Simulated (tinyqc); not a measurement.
Threshold of a short bulk MOSFET: charge sharing, barrier lowering, narrow width: one step of the calculation.

n-channel device on a p-type body, depletion approximation, full ionisation. Uniform doping N = Na. Vbi from Boltzmann statistics is rough for the degenerate source. Cox = eps0 eox/tox.

Task. Short-channel and narrow-width shifts. Charge sharing (trapezoid; it ignores Vds): F = (xj/L)(sqrt(1 + 2 Wd/xj) - 1), lowering = body term times F. Barrier lowering: th = exp(-L/(2 l)) + 2 exp(-L/l), lowering = th [2 (Vbi - 2 pB) + Vds], DIBL = th. Narrow width: rise = body term times xw Wd/W. VT by each model = VT0 - lowering + rise.

Inputs (values chosen for the exercise); band and dielectric values close to those of silicon: junction depth xj = 95 nm; drain-source voltage Vds = 0.5 V; gate width W = 120 nm; shape factor of the fringing depletion at the width edges xw = 1.5708; channel length L = 66 nm.

2 pB = 0.96616536 V
Wd = 29.873686 nm
body term = 0.27167016 V
VT0 = 0.46783552 V
Vbi = 1.0765197 V
l = 11.201316 nm

Wanted: F; lowering by charge sharing; th; lowering of the barrier; DIBL; narrow-width rise; VT, charge sharing; VT, barrier lowering.

Result.

F = 0.39769
lowering by charge sharing = 108.04 mV
th = 0.058067
lowering of the barrier = 41.849 mV
DIBL = 58.067 mV/V
narrow-width rise = 106.24 mV
VT, charge sharing = 0.46603 V
VT, barrier lowering = 0.53222 V

L is 5.89 scale lengths. The charge-sharing lowering is 2.58 times the barrier lowering; the first falls off as 1/L and the second exponentially. Both describe the same loss of gate control, so they are alternatives and are not added.

Program tinyqc, `OMP_NUM_THREADS=1 python tinyqc.py 2002090 2002091 out.jsonl`; Intel Xeon 2.30GHz, shared host, one thread, about 0.01 s.
